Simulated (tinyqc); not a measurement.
What each parameter does: donor near an oxide interface in a gate field (two-state model).

Interface at z = 0 (hard wall), donor at z = d, field F pulling electrons to the interface: potential e F z; 1 kV/cm = 1e-5 eV/angstrom, c = hbar^2/2m0, q = e^2/(4 pi eps0), Q = (eps - eo)/(eps + eo). Donor state: E_D = e F d - ED - q Q/(4 eps d), the last term joining the images of ion and electron. Interface state: z exp(-b z/2) exp(-rho^2/(2 L^2)) with E_z = c b^2/(4 mz) + 3 e F/b + q Q b/(8 eps), minimised over b; in the plane at z = 3/b the ion (distance D = d - 3/b) and its image (D' = d + 3/b) give E_rho = c/(mt L^2) - (q/eps)(sqrt(pi)/L)[erfcx(D/L) + Q erfcx(D'/L)], erfcx(x) = exp(x^2) erfc(x), minimised over L. E_I = E_z + E_rho.

The two states couple by t = t0 exp(-D/aD) with t0 = q/(eps aD) (2 aD/L) sqrt(aD b/2) v, v a valley factor; this form is an estimate. With detuning u = E_D - E_I the splitting is sqrt(u^2 + 4 t^2) and the lower state has weight (1 - u/sqrt(u^2 + 4 t^2))/2 on the donor.

Constants: hbar^2/2m0 = 3.80998211 eV angstrom^2; e^2/(4 pi eps0) = 14.39964547 eV angstrom.

Values chosen for the exercise (near those of a donor in Si below SiO2, static dielectric constants; the results hold for these values, not for the real material): d = 90 angstrom (depth of the donor); ED = 44.9 meV (bulk binding energy); mz = 0.931 m0 (mass across the interface); mt = 0.193 m0 (mass in the plane); eps = 11.4 (dielectric constant of the semiconductor); eo = 3.9 (dielectric constant of the oxide); aD = 14.1 angstrom (donor radius); v = 0.53 (valley factor).

Critical field (E_D = E_I), and t and L there.

One parameter was then changed.

Results before and after:
```
case     critical field (kV/cm)  t (meV)  L (angstrom)
base                       81.2    0.240          72.8
changed                    83.7    0.256          72.3
```

Which of these changes was made? (a) aD = 15.5 angstrom; (b) eo = 5.8; (c) mz = 0.791 m0; (d) eps = 12.1; (e) ED = 50.9 meV; (f) d = 80 angstrom; (g) mt = 0.222 m0.

Answer: (c) mz = 0.791 m0. Of the candidates, run in turn, only this one gives the changed row.

All candidates:
```
case                critical field (kV/cm)  t (meV)  L (angstrom)
base                                  81.2    0.240          72.8
d = 80 angstrom                       94.6    0.482          67.0
ED = 50.9 meV                         91.6    0.220          73.6
aD = 15.5 angstrom                    81.2    0.365          72.8
mz = 0.791 m0                         83.7    0.256          72.3
mt = 0.222 m0                         80.3    0.256          68.7
eo = 5.8                              78.7    0.224          74.6
eps = 12.1                            82.6    0.218          74.6
```

tinyqc: `OMP_NUM_THREADS=1 python tinyqc.py 1282240 1282241 out.jsonl`; about 0.09 s, one thread, shared Intel(R) Xeon(R) Processor @ 2.30GHz.
